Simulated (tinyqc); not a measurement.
Delay unit and parasitic delay from two ring oscillators.

Question. A ring of 51 inverters oscillates at 1/(2 x 51 d), with stage delay d = tau (h + p) for fan-out h. Find tau, p and the delay at fan-out 4.

frequencies of 51-stage ring oscillators with fan-out 1 and 6 (GHz): 1.5508853  0.54250735

Solution. d is a straight line in h with slope tau and intercept tau p.

tau = 2.350 ps
p = 1.690
delay at fan-out 4 = 13.37 ps

Computed by the program tinyqc: `OMP_NUM_THREADS=1 python tinyqc.py 2082144 2082145 out.jsonl`, one thread of a shared Intel Xeon 2.30GHz, about 0.01 s for the whole run.
